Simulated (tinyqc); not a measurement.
Inside a calculation: band-to-band tunnelling across a p-n junction in a two-band chain. Values are carried at full precision from step to step, so a last printed digit may differ when a step is redone from the rounded ones.

Sites alternate A at -Eg/2 and C at +Eg/2 with hopping -t; near the edges, with k counted from the zone boundary pi/a, E^2 = (Eg/2)^2 + (t a k)^2, so t = sqrt(c Eg/m)/a gives the mass m, c = hbar^2/2m0. In the gap cosh(q a) = 1 + (Eg^2/4 - e^2)/(2 t^2), e the energy from the local mid-gap. The potential is V0 = Eg + ov on the p side (left), 0 on the n side, and falls linearly over the 2N sites of the junction, V_j = V0 (1 - j/(2N + 1)), j = 1 to 2N, site 1 being A. E = Eg/2 + x ov. A half chain that ends on a site of level e1 with neighbour e2 has g = (1 + z)/(E - e1), z = exp(-/+ i k a) the root with Im g < 0, cos(k a) = (E - e1)(E - e2)/(2 t^2) - 1. S_L = t^2 g (ending on C, shifted by V0), S_R = t^2 g (starting on A). T = 4 Im(S_L) Im(S_R) |G_(1,2N)|^2.

Constants: hbar^2/2m0 = 3.80998211 eV angstrom^2.

Inputs chosen for the exercise (gap and mass near those of InSb; the results hold for these values, not for the real material):
```
symbol  value   unit      meaning
Eg      0.177   eV        gap
m       0.0146  m0        mass of electron and light hole
a       4       angstrom  period (two sites)
ov      0.4     eV        overlap: top of the valence band on the p side above the conduction edge on the n side
N       5                 periods in the small junction
x       0.35              energy above the n-side conduction edge, as a share of ov
```

## Hopping, field and tunnelling length

Form t, V0, E, the field F = V0/((2N + 1) a/2) (1 V/angstrom = 100 MV/cm) and the length Eg/F over which E lies in the gap.

t = 1.6991 eV
V0 = 0.5770 eV
E = 0.2285 eV
F = 2.623 MV/cm
tunnelling length = 6.75 angstrom

So short a junction keeps the matrix small; its field is of the size of the 1 to 3 MV/cm of tunnel diodes.

## Self-energies of the two sides

Form cos(k a) and S for each side.

cos(k a): left -0.980321, right -0.992313

S_L, S_R (eV): [-0.13000-1.30410i, 0.07000-1.12696i]

## Recursive Green function

g_1 = 1/(E - e_1 - S_L); g_j = 1/(E - e_j - t^2 g_(j-1)), with S_R also subtracted at the last site; G_1j = G_1(j-1) (-t) g_j, G_11 = g_1; e_j is the site level plus V_j. The self-energies stand in the order S_L, S_R.

Sweep:
```
j   e_j (eV)       g_j (1/eV)      G_1j (1/eV)
1     0.4360  -0.0454-0.7641i  -0.0454-0.7641i
2     0.5606  -0.0410-0.4496i   0.5806-0.0879i
3     0.3311   0.0093-0.7703i   0.1059+0.7612i
4     0.4557  -0.0507-0.4439i  -0.5650+0.1454i
5     0.2262   0.0893-0.7700i  -0.1045-0.7613i
6     0.3508  -0.0747-0.4371i   0.5521-0.1743i
7     0.1213   0.1903-0.7438i   0.0417+0.7541i
8     0.2459  -0.1149-0.4354i  -0.5497+0.1781i
9     0.0164   0.2900-0.6702i   0.0680-0.7136i
10    0.1410  -0.0816-0.3048i   0.3790-0.0637i
```

T = 0.8682

## WKB for the same field

T = exp(-2 I/F), I = integral of q de across the gap. Continuum: q = sqrt(Eg^2/4 - e^2)/(t a), I = pi Eg^2/(8 t a). Lattice: q from the cosh formula, 12 Gauss-Legendre points in u with e = (Eg/2) sin(u), u from -pi/2 to pi/2. F in V/angstrom is the value in MV/cm over 100.

I (eV/angstrom): continuum 0.001810, lattice 0.001810

T by WKB: continuum 0.8711, lattice 0.8711

The chain gives 0.8682, 0.997 times the lattice WKB value; the exponent is only 0.14, and reflections at the two kinks of the potential count.

## Checks

- G_(1,2N) from the sweep against inversion of the whole matrix (size): both 0.38429.

Computed by tinyqc, a small Python program: `OMP_NUM_THREADS=1 python tinyqc.py 1450367 1450368 out.jsonl` (the numbers bound the seed that draws the inputs); one thread of a shared host (Intel(R) Xeon(R) Processor @ 2.30GHz), about 0.01 s for the whole set of steps.
